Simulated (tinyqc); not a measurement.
Inside a calculation. Method: MP2 on RHF in the sto-6g basis, for H4, spin multiplicity 1. Computed by tinyqc, a small Python program that keeps every step (integrals from PySCF). Settings: charge = 0, multiplicity = 1, basis = sto-6g, method = RHF, energy threshold = 1e-10, iteration cap = 74, orthogonalisation = symmetric, start = atomic densities, DIIS depth = 6. Command: `OMP_NUM_THREADS=1 python tinyqc.py 27492 27493 out.jsonl` (the two numbers bound the seeds that draw the settings). One thread of a shared host (Intel(R) Xeon(R) Processor @ 2.60GHz), about 0.1 s of CPU time with the checks. The early iterations of the SCF are left out here.

## One-electron integrals

Geometry (angstrom):
```
atom        x        y        z
H     0.00000  0.00000  0.00000
H     0.00000  0.00000  0.83800
H     0.00000  0.00000  1.81300
H     0.00000  0.00000  2.65100
```

Basis sto-6g: exponents (1/bohr^2) and contraction coefficients of normalised primitives:
```
element  l (shell)  exponent  coefficient
H            s (1)  35.52322      0.00916
H            s (1)   6.51314      0.04936
H            s (1)   1.82214      0.16854
H            s (1)   0.62596      0.37056
H            s (1)   0.24308      0.41649
H            s (1)   0.10011      0.13033
```

Overlap, kinetic and nuclear-attraction integrals over the contracted functions; the nuclear repulsion is the sum of Za Zb / Rab.

nuclear repulsion = 2.5890715 hartree

overlap S:
```
         1H 1s    2H 1s    3H 1s    4H 1s
1H 1s  1.00000  0.59632  0.16095  0.04026
2H 1s  0.59632  1.00000  0.51154  0.16095
3H 1s  0.16095  0.51154  1.00000  0.59632
4H 1s  0.04026  0.16095  0.59632  1.00000
```

kinetic energy T (hartree):
```
          1H 1s     2H 1s     3H 1s     4H 1s
1H 1s   0.76852   0.18110  -0.00840  -0.00868
2H 1s   0.18110   0.76852   0.12095  -0.00840
3H 1s  -0.00840   0.12095   0.76852   0.18110
4H 1s  -0.00868  -0.00840   0.18110   0.76852
```

nuclear attraction V (hartree):
```
          1H 1s     2H 1s     3H 1s     4H 1s
1H 1s  -2.32535  -1.40205  -0.35742  -0.08395
2H 1s  -1.40205  -2.65002  -1.24277  -0.35742
3H 1s  -0.35742  -1.24277  -2.65002  -1.40205
4H 1s  -0.08395  -0.35742  -1.40205  -2.32535
```

core Hamiltonian H = T + V (hartree):
```
          1H 1s     2H 1s     3H 1s     4H 1s
1H 1s  -1.55683  -1.22095  -0.36583  -0.09263
2H 1s  -1.22095  -1.88149  -1.12182  -0.36583
3H 1s  -0.36583  -1.12182  -1.88149  -1.22095
4H 1s  -0.09263  -0.36583  -1.22095  -1.55683
```

## Two-electron integrals

Functions are numbered as in S; the eight-fold symmetry (ij|kl) = (ji|kl) = (kl|ij) leaves the list below.

Two-electron integrals (ij|kl) in chemists' order, unique and non-zero (hartree):
```
(11|11) 0.77500   (21|11) 0.39021   (21|21) 0.23702   (22|11) 0.53379
(22|21) 0.39021   (22|22) 0.77500   (31|11) 0.07879   (31|21) 0.05260
(31|22) 0.09752   (31|31) 0.01369   (32|11) 0.19843   (32|21) 0.15086
(32|22) 0.32113   (32|31) 0.04532   (32|32) 0.16853   (33|11) 0.28990
(33|21) 0.22135   (33|22) 0.48625   (33|31) 0.07879   (33|32) 0.32113
(33|33) 0.77500   (41|11) 0.01589   (41|21) 0.01083   (41|22) 0.02060
(41|31) 0.00304   (41|32) 0.01054   (41|33) 0.02060   (41|41) 0.00073
(42|11) 0.05012   (42|21) 0.03742   (42|22) 0.07879   (42|31) 0.01192
(42|32) 0.04532   (42|33) 0.09752   (42|41) 0.00304   (42|42) 0.01369
(43|11) 0.14207   (43|21) 0.10459   (43|22) 0.22135   (43|31) 0.03742
(43|32) 0.15086   (43|33) 0.39021   (43|41) 0.01083   (43|42) 0.05260
(43|43) 0.23702   (44|11) 0.19955   (44|21) 0.14207   (44|22) 0.28990
(44|31) 0.05012   (44|32) 0.19843   (44|33) 0.53379   (44|41) 0.01589
(44|42) 0.07879   (44|43) 0.39021   (44|44) 0.77500
```

## Orthogonalisation

S = U s U^T; symmetric (Loewdin) form X = U s^(-1/2) U^T, so that X^T S X = 1.

eigenvalues of S: 0.22905  0.48282  1.21915  2.06898

X:
```
          1H 1s     2H 1s     3H 1s     4H 1s
1H 1s   1.19677  -0.43786   0.08269  -0.01907
2H 1s  -0.43786   1.36799  -0.41132   0.08269
3H 1s   0.08269  -0.41132   1.36799  -0.43786
4H 1s  -0.01907   0.08269  -0.43786   1.19677
```

## Iteration 9 (converged): orbitals

converged F (hartree):
```
          1H 1s     2H 1s     3H 1s     4H 1s
1H 1s  -0.32306  -0.56139  -0.20264  -0.03206
2H 1s  -0.56139  -0.42922  -0.43284  -0.20264
3H 1s  -0.20264  -0.43284  -0.42922  -0.56139
4H 1s  -0.03206  -0.20264  -0.56139  -0.32306
```

Diagonalise F' = X^T F X, C = X C', fill 2 alpha and 2 beta electrons from the bottom; D = 2 C_occ C_occ^T. Each column has its largest component positive (the first on a tie).

F' = X^T F X (hartree):
```
          1         2         3         4
1   0.03139  -0.60411   0.08837   0.00648
2  -0.60411   0.14131  -0.45587   0.08837
3   0.08837  -0.45587   0.14131  -0.60411
4   0.00648   0.08837  -0.60411   0.03139
```

orbital energies (hartree): MO1 -0.68336, MO2 -0.43823, MO3 0.40667, MO4 1.06032

coefficients C:
```
           MO1       MO2       MO3       MO4
1H 1s  0.28010   0.51000   0.82347  -0.78391
2H 1s  0.40417   0.39348  -0.59777   1.25046
3H 1s  0.40417  -0.39348  -0.59777  -1.25046
4H 1s  0.28010  -0.51000   0.82347   0.78391
```

D after iteration 9:
```
          1H 1s     2H 1s     3H 1s     4H 1s
1H 1s   0.67712   0.62778  -0.17493  -0.36329
2H 1s   0.62778   0.63637   0.01706  -0.17493
3H 1s  -0.17493   0.01706   0.63637   0.62778
4H 1s  -0.36329  -0.17493   0.62778   0.67712
```

## Convergence

Stop when the energy changes by less than 1e-10 hartree and every element of the error matrix X^T (F D S - S D F) X is below 3e-06.

Course of the cycle:
```
iteration  E (hartree)     change  largest element of the error matrix
1           -1.7009021          -                             7.01e-02
2           -2.1713904  -4.70e-01                             4.97e-02
3           -2.1737711  -2.38e-03                             2.51e-02
4           -2.1744305  -6.59e-04                             6.05e-03
5           -2.1744697  -3.92e-05                             1.80e-03
6           -2.1744724  -2.69e-06                             9.74e-04
7           -2.1744730  -5.97e-07                             6.62e-04
8           -2.1744735  -5.12e-07                             3.74e-06
9           -2.1744735  -1.97e-11                             1.94e-07
```

PySCF RHF in the same basis = -2.1744735 hartree

Converged in 9 iterations.

## Integrals over molecular orbitals

(pq|rs) = sum C_ip C_jq C_kr C_ls (ij|kl), one index at a time.

one-electron integrals over orbitals h = C^T H C (hartree):
```
          1         2         3         4
1  -1.95861   0.00000   0.16541   0.00000
2   0.00000  -1.68335   0.00000  -0.13996
3   0.16541   0.00000  -1.25901   0.00000
4   0.00000  -0.13996   0.00000  -0.82234
```

Two-electron integrals over orbitals (pq|rs), unique and non-zero (hartree):
```
(11|11) 0.51211    (21|21) 0.17019    (22|11) 0.46667    (22|22) 0.48197
(31|11) -0.07641   (31|22) 0.00290    (31|31) 0.10763    (32|21) 0.09480
(32|32) 0.12509    (33|11) 0.47580    (33|22) 0.47339    (33|31) -0.01705
(33|33) 0.49605    (41|21) 0.03963    (41|32) -0.05411   (41|41) 0.09092
(42|11) 0.08247    (42|22) 0.01464    (42|31) -0.09817   (42|33) 0.01446
(42|42) 0.10528    (43|21) -0.16130   (43|32) -0.09500   (43|41) -0.03729
(43|43) 0.17415    (44|11) 0.54109    (44|22) 0.49833    (44|31) -0.08218
(44|33) 0.51650    (44|42) 0.09347    (44|44) 0.60825
```

## Second-order Moller-Plesset energy

Hartree-Fock energy = -2.1744735 hartree

E2 = sum_ijab (ia|jb) [2 (ia|jb) - (ib|ja)] / (e_i + e_j - e_a - e_b) over occupied i, j and virtual a, b; the opposite-spin part is (ia|jb)^2 / denominator, the rest is same-spin, and SCS-MP2 scales them by 6/5 and 1/3.

Terms:
```
i  j  a  b   (ia|jb)   (ib|ja)  denominator      term
2  2  3  3   0.12509   0.12509     -1.68978  -0.00926
1  2  3  4  -0.09817  -0.05411     -2.58857  -0.00539
2  1  4  3  -0.09817  -0.05411     -2.58857  -0.00539
1  1  3  3   0.10763   0.10763     -2.18005  -0.00531
2  2  4  4   0.10528   0.10528     -2.99709  -0.00370
1  1  4  4   0.09092   0.09092     -3.48735  -0.00237
1  2  4  3  -0.05411  -0.09817     -2.58857  -0.00021
2  1  3  4  -0.05411  -0.09817     -2.58857  -0.00021
```

Pair energies (hartree; pair i-j sums ij and ji):
```
pair  opposite spin  same spin
1-1        -0.00768    0.00000
2-1        -0.00971   -0.00150
2-2        -0.01296    0.00000
```

MP2 correlation energy = -0.0318497 hartree

SCS-MP2 correlation energy = -0.0369198 hartree

MP2 total energy = -2.2063232 hartree
